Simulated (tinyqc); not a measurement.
Inside a calculation. Method: extended Hueckel theory, for H6. One step of it, computed by the program tinyqc.

Problem. Orbitals. Solve H C = S C e through S^(-1/2); fill by pairs from the bottom, a degenerate level sharing its electrons equally; each orbital has its largest coefficient positive (the first on a tie).

H (eV):
```
            1H 1s       2H 1s       3H 1s       4H 1s       5H 1s       6H 1s
1H 1s  -13.600000  -12.265008   -2.587880   -0.638014   -0.076207   -0.013577
2H 1s  -12.265008  -13.600000   -8.596904   -2.587880   -0.369131   -0.076207
3H 1s   -2.587880   -8.596904  -13.600000  -12.265008   -2.583566   -0.636833
4H 1s   -0.638014   -2.587880  -12.265008  -13.600000   -8.585524   -2.583566
5H 1s   -0.076207   -0.369131   -2.583566   -8.585524  -13.600000  -12.265008
6H 1s   -0.013577   -0.076207   -0.636833   -2.583566  -12.265008  -13.600000
```

overlap S:
```
          1H 1s     2H 1s     3H 1s     4H 1s     5H 1s     6H 1s
1H 1s  1.000000  0.601226  0.126857  0.031275  0.003736  0.000666
2H 1s  0.601226  1.000000  0.421417  0.126857  0.018095  0.003736
3H 1s  0.126857  0.421417  1.000000  0.601226  0.126645  0.031217
4H 1s  0.031275  0.126857  0.601226  1.000000  0.420859  0.126645
5H 1s  0.003736  0.018095  0.126645  0.420859  1.000000  0.601226
6H 1s  0.000666  0.003736  0.031217  0.126645  0.601226  1.000000
```

valence electrons = 6

Give: orbital energies; occupations; coefficients; sum of one-electron energies.

Solution.

orbital energies (eV): -17.2084  -16.2770  -14.5087  -6.9935  -0.1106  10.0244

occupations: 2.0000  2.0000  2.0000  0.0000  0.0000  0.0000

coefficients:
```
          MO1      MO2      MO3      MO4      MO5      MO6
1H 1s  0.1968  -0.3729   0.4425   0.6484  -0.7562   0.5065
2H 1s  0.2772  -0.3865   0.2253  -0.4361   0.9100  -0.8387
3H 1s  0.3455  -0.1195  -0.4322  -0.6126  -0.2989   1.1318
4H 1s  0.3453   0.1196  -0.4325   0.6128  -0.3004  -1.1307
5H 1s  0.2768   0.3871   0.2251   0.4359   0.9114   0.8365
6H 1s  0.1964   0.3734   0.4420  -0.6481  -0.7573  -0.5051
```

sum of one-electron energies = -95.9882 eV
